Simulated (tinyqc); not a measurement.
Decay of LO phonons and the hot-phonon bottleneck in the cooling of electrons: one step, computed by the program tinyqc. Command: `OMP_NUM_THREADS=1 python tinyqc.py 3010472 3010473 out.jsonl hotphonon walk`. One thread of a shared host (Intel(R) Xeon(R) Processor @ 2.30GHz), about 0.01 s of CPU time with the checks.

n(E, T) = 1/(exp(E/(k_B T)) - 1) is the Bose occupation. Electrons have a temperature T_e; the LO modes within their reach share one occupation N; the decay products stay at the lattice temperature.

Task: Lifetime and Raman width. Decay rate 1/tau = (1/tau_0) [1 + 2 n(hbar omega/2)]. Full width Gamma = 1/(2 pi c tau) in 1/cm, c in cm/s.

Inputs (values chosen for the exercise, modelled on aluminium nitride): LO energy hbar omega = 112 meV; lifetime at T = 0, tau_0 = 1.4 ps; lattice temperature T = 77 K.

Decay channel: two equal phonons (Klemens).

Constants: k_B = 8.617333262e-05 eV/K; c = 299792458 m/s.

Give: thermal factor tau_0/tau; phonon lifetime tau; Raman width Gamma; equilibrium LO occupation N_0.

Result:

thermal factor tau_0/tau = 1.000

phonon lifetime tau = 1.399 ps

Raman width Gamma = 3.794 1/cm

equilibrium LO occupation N_0 = 4.671e-08

Spontaneous decay rules: the products are hardly occupied.
